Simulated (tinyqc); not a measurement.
Worked calculation: five-level k.p model folded onto the conduction band. Values are carried at full precision from step to step, so a last printed digit may differ when a step is redone from the rounded ones.

Second-order sums for the lowest conduction level at E: 1/m = 1 + Cm + (Ep/3)(2/E + 1/(E + Dso)) - (Ep2/3)(2/(E7 + D2 - E) + 1/(E7 - E)); g/2 = 1 + Cg - (Ep/3)(1/E - 1/(E + Dso)) - (Ep2/3)(1/(E7 - E) - 1/(E7 + D2 - E)). E is counted from the top of the valence band; E = Eg at the edge.

Constants: hbar^2/2m0 = 3.80998211 eV angstrom^2.

Parameters, chosen for this exercise (near those of InSb; not measured data):

| symbol | value | unit | meaning |
|---|---|---|---|
| Eg | 0.221 | eV | gap at Gamma to the s-like level |
| Dso | 0.78 | eV | spin-orbit splitting |
| Ep | 22.5 | eV | Kane energy |
| E7 | 3.11 | eV | upper Gamma7 conduction level, from the valence top |
| D2 | 0.35 | eV | its spin-orbit splitting, Gamma8 above Gamma7 |
| Ep2 | 6.3 | eV | Kane energy to the upper levels |
| Cm | -0.4 |  | remote term in 1/m |
| Cg | 0 |  | remote term in g/2 |
| k | 0.01 | 1/angstrom | wave vector along z |

## Mass and g factor term by term

Evaluate at E = Eg.

Terms:

| level | part of 1/m | part of g |
|---|---|---|
| free + remote | 0.6000 | 2.0000 |
| Gamma8 valence | 67.8733 | -67.8733 |
| Gamma7 valence | 7.4925 | 14.9850 |
| Gamma8 upper | -1.2967 | 1.2967 |
| Gamma7 upper | -0.7269 | -1.4538 |

m = 0.0135 m0
g = -51.045

The valence levels give 75.37 to 1/m and the upper levels take 2.02 away. In g the two valence terms nearly cancel when Dso is small against Eg; here Dso/Eg = 3.53 and they leave -52.888, the upper pair -0.157.

## The matrix at one k

For k along z and one spin sector the level c couples to four states. With c0 = hbar^2/2m0, P = sqrt(Ep c0), P2 = sqrt(Ep2 c0): diagonal Eg + (1 + Cm) c0 k^2 for c, and 0, -Dso, E7 + D2, E7 for lh, so, G8 up, G7 up (their own dispersion is left out); couplings of c: sqrt(2/3) P k to lh, sqrt(1/3) P k to so, sqrt(2/3) P2 k to G8 up, sqrt(1/3) P2 k to G7 up (phases chosen real).

Fill in the matrix.

H (eV):
```
             c       lh        so    G8 up    G7 up
c      0.22123  0.07560   0.05346  0.04000  0.02829
lh     0.07560        0         0        0        0
so     0.05346        0  -0.78000        0        0
G8 up  0.04000        0         0  3.46000        0
G7 up  0.02829        0         0        0  3.11000
```

## Exact folding onto c

Solve E = H_cc + S(E), S(E) = sum_j H_cj^2/(E - H_jj), from E = H_cc, by plain substitution and by Newton steps on E - H_cc - S(E). The weight of c in the state is Z = 1/(1 - dS/dE). The exact level is the third eigenvalue of H from below.

Iterates (eV):

| step | substitution | Newton |
|---|---|---|
| 0 | 0.22123 | 0.22123 |
| 1 | 0.24914 | 0.24616 |
| 2 | 0.24617 | 0.24643 |
| 3 | 0.24645 | 0.24643 |
| 4 | 0.24642 | 0.24643 |
| 5 | 0.24643 | 0.24643 |
| 6 | 0.24643 | 0.24643 |
| 7 | 0.24643 | 0.24643 |

exact level = 0.24643 eV
Z = 0.9115

Substitution multiplies the error by about dS/dE = 1 - 1/Z = -0.097 a step, so it alternates; after 7 steps it is off by 2.3e-09 eV, while Newton is within 1e-5 eV from step 2 on.

## Loewdin series

Expanding E = H_cc + S(E) about Eg in powers of k^2, with s_n = sum_j H_cj^2/(Eg - H_jj)^n: order k^2: e2 = (1 + Cm) c0 k^2 + s1; order k^4: e4 = -s2 e2; order k^6: e6 = s3 e2^2 + s2^2 e2.

Give each order and the partial sums, counted from Eg.

s1 (eV), s2 (no unit), s3 (1/eV); (1 + Cm) c0 k^2 is H_cc - Eg: 0.02794  0.12011  0.53223

e2, e4, e6 (eV): 0.02817  -0.00338  0.00083

partial sums (eV): 0.02817  0.02479  0.02562

The exact value is 0.02543 eV; the errors of the partial sums are +2.75, -0.64 and +0.19 meV.

## Checks

- Curvature of the exact level at small k against the sum for 1/m: 73.941 against 73.942.

Run: tinyqc, `OMP_NUM_THREADS=1 python tinyqc.py 1051599 1051600 out.jsonl`; Intel(R) Xeon(R) Processor @ 2.30GHz, one thread, shared host; about 0.01 s of CPU time with all checks.
